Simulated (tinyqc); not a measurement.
What each parameter does: six-band k.p model of the valence band of a wurtzite crystal.

At k = 0: E1 = D1c + D2c + Te + Le (pure HH); E2, E3 = Le + u +/- sqrt(u^2 + 2 D3c^2), u = (D1c - D2c + Te)/2, D1c = Dcr, D2c = D3c = Dso/3. The weight of LH in state 2 is fL = (E2 - Le)^2/((E2 - Le)^2 + 2 D3c^2). Relative strengths of transitions to the conduction band: for E perpendicular to c (TE) 1/2, fL/2, (1 - fL)/2; for E along c (TM) 0, 1 - fL, fL, with one momentum element for both directions.

Strain of a c-plane layer: exx = eyy = e_par, ezz = -2 (C13/C33) e_par; Le = D1 ezz + D2 (exx + eyy), Te = D3 ezz + D4 (exx + eyy).

Conduction edge: Ec = (top of the unstrained valence band) + Eg + (a1 + D1) ezz + (a2 + D2)(exx + eyy).

Parameters, chosen for this exercise (of the order of those of hexagonal CdS; the results hold for these values, not for the real material): Dcr = 0.0234 eV (crystal-field splitting); Dso = 0.0621 eV (spin-orbit splitting); Eg = 2.571 eV (direct gap at Gamma from the top of the unstrained valence band); a1 = -2.94 eV (gap potential along c); a2 = -4.48 eV (gap potential in the plane); D1 = -0.97 eV; D2 = 1.01 eV; D3 = 1.27 eV; D4 = -2.77 eV; C13 = 49 GPa; C33 = 90 GPa; e_par = -0.0144 (exx = eyy of a c-plane layer).

Splittings at k = 0 under the strain, fL and the lowest transition.

One parameter was then changed.

Results before and after:

| case | E1 - E2 (meV) | E1 - E3 (meV) | fL | lowest transition (eV) |
|---|---|---|---|---|
| base | 33.62 | 151.57 | 0.9340 | 2.5542 |
| changed | 34.76 | 170.37 | 0.9510 | 2.5509 |

Which of these changes was made? (a) C33 = 108 GPa; (b) D3 = 1.016 eV; (c) e_par = -0.01728; (d) Dso = 0.07452 eV; (e) D2 = 0.808 eV; (f) a1 = -3.528 eV; (g) C13 = 58.8 GPa; (h) D4 = -2.216 eV.

Answer: (c) e_par = -0.01728. Of the candidates, run in turn, only this one gives the changed row.

All candidates:

| case | E1 - E2 (meV) | E1 - E3 (meV) | fL | lowest transition (eV) |
|---|---|---|---|---|
| base | 33.62 | 151.57 | 0.9340 | 2.5542 |
| Dso = 0.07452 eV | 38.41 | 159.20 | 0.9067 | 2.5542 |
| C13 = 58.8 GPa | 33.88 | 155.30 | 0.9380 | 2.5410 |
| D4 = -2.216 eV | 32.42 | 136.82 | 0.9140 | 2.5702 |
| D3 = 1.016 eV | 33.35 | 147.86 | 0.9297 | 2.5582 |
| C33 = 108 GPa | 33.40 | 148.47 | 0.9305 | 2.5652 |
| e_par = -0.01728 | 34.76 | 170.37 | 0.9510 | 2.5509 |
| D2 = 0.808 eV | 33.62 | 151.57 | 0.9340 | 2.5542 |
| a1 = -3.528 eV | 33.62 | 151.57 | 0.9340 | 2.5450 |

D1 and D2 shift all valence edges and the conduction edge alike, so they drop out of splittings and transitions.

Computed by tinyqc, a small Python program: `OMP_NUM_THREADS=1 python tinyqc.py 1080958 1080959 out.jsonl` (the numbers bound the seed that draws the inputs); one thread of a shared host (Intel(R) Xeon(R) Processor @ 2.30GHz), about 0.01 s for the whole set of steps.
